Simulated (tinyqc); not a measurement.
Minority carriers and saturation current of a heavily doped emitter: effect of the doping.

n-type, parabolic bands, full ionisation. eta = (EF - Ec)/kB T solves N = Nc F12(eta), F12(x) = (2/sqrt(pi)) int_0^infinity sqrt(u)/(1 + exp(u - x)) du. The gap shrinks rigidly by dEg = a3 y^(1/3) + a4 y^(1/4) + a2 y^(1/2), y = N/1e18 cm^-3, an empirical law that is here taken as the true narrowing.

ni = sqrt(Nc Nv) exp(-Eg/(2 Vt)), Eg in volts; degeneracy factor g = F12(eta) exp(-eta); nie^2 = ni^2 exp(dEg/kB T) g, p0 = nie^2/N; apparent narrowing dEg + kB T ln g. 1/tau = Cn N^2 + 1/ts, D = mup Vt, L = sqrt(D tau); J0 = (q p0 D/L)(s + tanh(W/L))/(1 + s tanh(W/L)), s = S L/D; the share recombining inside is 1 - 1/[cosh(W/L)(1 + tanh(W/L)/s)]. The mobility is held fixed.

Inputs (values chosen for the exercise); band and dielectric values those of a made-up semiconductor: temperature T = 300 K; band gap Eg = 1.37 eV; conduction-band density of states at 300 K Nc = 2.61e19 cm^-3; valence-band density of states at 300 K Nv = 3.36e19 cm^-3; coefficient of (N/1e18)^(1/3) a3 = 11.1 meV; coefficient of (N/1e18)^(1/4) a4 = 10.7 meV; coefficient of (N/1e18)^(1/2) a2 = 2.2 meV; minority-hole mobility mup = 160 cm^2/(V s); Auger coefficient Cn = 1.8e-31 cm^6/s; defect lifetime ts = 0.18 us; emitter width W = 270 nm; recombination velocity at the contact S = 3e5 cm/s.

Constants: q = 1.602176634e-19 C, kB = 1.380649e-23 J/K, Vt = kB T/q. Results are converted to the units shown.

Effect of the doping:
```
N (cm^-3),apparent narrowing (meV),p0 (cm^-3),L (nm),J0 (fA/cm^2),share inside (%)
3.6e17,17.38,0.04609,8611,0.7494,0.09929
8.3e17,22.36,0.02424,8534,0.3941,0.1011
1.9e18,28.68,0.01352,8164,0.2199,0.1104
4.5e18,37.00,0.007878,6705,0.1282,0.1636
1.1e19,47.64,0.004863,3890,0.07929,0.4848
2.4e19,58.18,0.003351,1946,0.05521,1.913
5.7e19,69.34,0.002173,837.0,0.03795,9.628
1.3e20,74.68,0.001171,368.4,0.02602,36.72
3.1e20,63.56,3.195e-4,154.6,0.01374,81.59
```

The apparent narrowing goes from 17.4 through a maximum of 74.7 (at N = 1.3e20 cm^-3 among the rows listed) to 63.6 meV. p0 goes as N^(-0.77) between the first two rows and N^(-1.49) between the last two (-1 without narrowing or degeneracy), and J0 falls from 0.749 to 0.0137 fA/cm^2.

Range of the model: Band tails, non-parabolic bands and incomplete ionisation are left out.

tinyqc, about 0.01 s, one thread, Intel Xeon 2.30GHz (shared host): `OMP_NUM_THREADS=1 python tinyqc.py 2330164 2330165 out.jsonl`
